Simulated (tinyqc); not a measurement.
Surface potential of a MOS transistor: implicit equation and explicit approximations: two steps of the calculation.

p-type body, charge-sheet picture, depletion and inversion only, full ionisation (an idealisation for deep acceptors), Boltzmann statistics (rough once Na exp(x - xn) passes about Nc/7). In units of Vt: xg = (Vg - Vfb)/Vt, x = psi/Vt, G = gamma/sqrt(Vt), xn = (2 phiF + Vc)/Vt. The implicit equation is (xg - x)^2 = G^2 [x - 1 + exp(x - xn)] for x above about 3. Cox = eps0 eox/tox.

Task 1. Explicit approximation. Depletion value a = 1 + [sqrt(G^2/4 + xg - 1) - G/2]^2; inversion value b = xn + ln[(xg - xn)^2/G^2 - xn + 1] and first guess y = min(a, b) - ln(1 + exp(-|a - b|)) if a > xn + 1, else b = y = a; one second-order correction with D = exp(y - xn), p = 2 (xg - y) + G^2 (1 + D), w = (xg - y)^2 - G^2 (y - 1 + D): z = y + 2 w/(p + sqrt(p^2 - 2 (2 - G^2 D) w)), or the Newton step z = y + w/p where the root is not real.

G = 0.24126735
xn = 48.009587
xg = 82.005261

Find: a; b; y; p; w; z.

Result 1.

a = 79.863
b = 57.903
y = 57.903
p = 1201.2
w = -575.38
z = 57.159

The root of the implicit equation is x = 57.2648; y misses it by 0.64 and z by -0.11, in units of Vt.

Task 2. New x. D = exp(x - xn), f = (xg - x)^2 - G^2 (x - 1 + D), f' = -2 (xg - x) - G^2 (1 + D), x(new) = x - f/f'.

x after iteration 1 = 57.422840
G = 0.24126735
xn = 48.009587
xg = 82.005261

Find: D; f; f'; x after iteration 2.

Result 2.

D = 12250
f = -112.04
f' = -762.27
x after iteration 2 = 57.276

Computed by the program tinyqc: `OMP_NUM_THREADS=1 python tinyqc.py 2122029 2122030 out.jsonl`, one thread of a shared Intel Xeon 2.30GHz, about 0.01 s for the whole run.
